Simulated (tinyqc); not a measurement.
Lifetime against injection: carrier lifetime from Shockley-Read-Hall, radiative, Auger and surface recombination. Computed by tinyqc, a small Python program. Command: `OMP_NUM_THREADS=1 python tinyqc.py 3021444 3021445 out.jsonl lifetime walk`. One thread of a shared host (Intel(R) Xeon(R) Processor @ 2.30GHz), about 0.03 s of CPU time with the checks.

Energies are counted from the top of the valence band. Boltzmann statistics, full ionisation, and equal excess densities of electrons and holes.

Inputs (values chosen for the exercise, for a model semiconductor):

| quantity | value | unit |
|---|---|---|
| gap E_g | 1.26 | eV |
| electron mass m_e | 0.25 | m_0 |
| valleys M_c | 6 | - |
| hole mass m_h | 0.637 | m_0 |
| temperature T | 300 | K |
| doping N | 2.7e+17 | cm^-3 |
| trap level E_t | 0.479 | eV |
| trap density N_t | 2e+13 | cm^-3 |
| electron cross-section sigma_n | 2.8e-17 | cm^2 |
| hole cross-section sigma_p | 7.9e-16 | cm^2 |
| radiative coefficient B | 3.7e-15 | cm^3/s |
| Auger coefficient C_n | 6.7e-32 | cm^6/s |
| Auger coefficient C_p | 2.3e-31 | cm^6/s |
| diffusion coefficient D | 6.9 | cm^2/s |
| surface velocity S | 16 | cm/s |
| thickness W | 110 | micrometre |

Doping: n-type. Surface term: two equal surfaces.

Constants: m_0 = 9.1093837015e-31 kg; k_B = 1.380649e-23 J/K; h = 6.62607015e-34 J s; k_B = 8.617333262e-05 eV/K.

Method:
- N_c = 2 M_c (2 pi m_e k_B T/h^2)^(3/2) and N_v = 2 (2 pi m_h k_B T/h^2)^(3/2), masses in units of m_0.
- n_i = sqrt(N_c N_v) exp(-E_g/2 k_B T); majority density N/2 + sqrt(N^2/4 + n_i^2), minority density n_i^2 over it.
- v = sqrt(3 k_B T/m) with m_e or m_h; tau_n0 = 1/(sigma_n v_n N_t), tau_p0 = 1/(sigma_p v_p N_t); n1 = N_c exp(-(E_g - E_t)/k_B T), p1 = N_v exp(-E_t/k_B T).
- The slowest diffusion mode has x tan x = S W/(2 D) with 0 < x < pi/2 (bisection), and tau_s = W^2/(4 x^2 D). The common approximation is W/(2 S) + W^2/(pi^2 D).
- With n = n_0 + dn, p = p_0 + dn and U/dn = 1/tau: (n p - n_i^2)/dn = n_0 + p_0 + dn = s; 1/tau_SRH = s/[tau_p0 (n + n1) + tau_n0 (p + p1)]; 1/tau_rad = B s; 1/tau_Aug = (C_n n + C_p p) s; the rates add, with 1/tau_s.
- Rows stop below half the smaller effective density of states.

N_c = 1.88206e+19 cm^-3

N_v = 1.27580e+19 cm^-3

n_0 = 2.70e+17 cm^-3

p_0 = 0.605316 cm^-3

tau_p0 = 4.32508e-06 s

n1 = 1.42696e+06 cm^-3

tau_n0 = 7.64476e-05 s

p1 = 1.14534e+11 cm^-3

tau_s = 3.45213e-04 s

Lifetimes (s):

| dn (cm^-3) | SRH | radiative | Auger | effective | radiative efficiency | fastest channel |
|---|---|---|---|---|---|---|
| 1.00e+10 | 4.3251e-06 | 0.0010010 | 2.0474e-04 | 4.1669e-06 | 0.004163 | SRH |
| 1.00e+11 | 4.3251e-06 | 0.0010010 | 2.0474e-04 | 4.1669e-06 | 0.004163 | SRH |
| 1.00e+12 | 4.3254e-06 | 0.0010010 | 2.0473e-04 | 4.1671e-06 | 0.004163 | SRH |
| 1.00e+13 | 4.3279e-06 | 0.0010010 | 2.0470e-04 | 4.1695e-06 | 0.004165 | SRH |
| 1.00e+14 | 4.3534e-06 | 0.0010006 | 2.0433e-04 | 4.1930e-06 | 0.004190 | SRH |
| 1.00e+15 | 4.6072e-06 | 0.0009973 | 2.0069e-04 | 4.4261e-06 | 0.004438 | SRH |
| 1.00e+16 | 7.0554e-06 | 0.0009653 | 1.6958e-04 | 6.5978e-06 | 0.006835 | SRH |
| 1.00e+17 | 2.4987e-05 | 0.0007305 | 5.6554e-05 | 1.6137e-05 | 0.022092 | SRH |
| 1.00e+18 | 6.4520e-05 | 0.0002128 | 2.4990e-06 | 2.3626e-06 | 0.011102 | Auger |

What does the comparison show, and why?

tau_SRH goes from 4.33e-6 s at low injection (the minority capture time, 4.33e-6 s) to 6.45e-5 s in the last row; at high injection it tends to tau_n0 + tau_p0 = 8.08e-5 s. Ruling channel by row: SRH from 1e10, Auger from 1e18 cm^-3. The radiative efficiency peaks at 0.0221 near 1e17 cm^-3, below which non-radiative terms of first order take a larger share and above which Auger recombination does.

Extremes, crossings and ranges named in words are read from the listed rows.
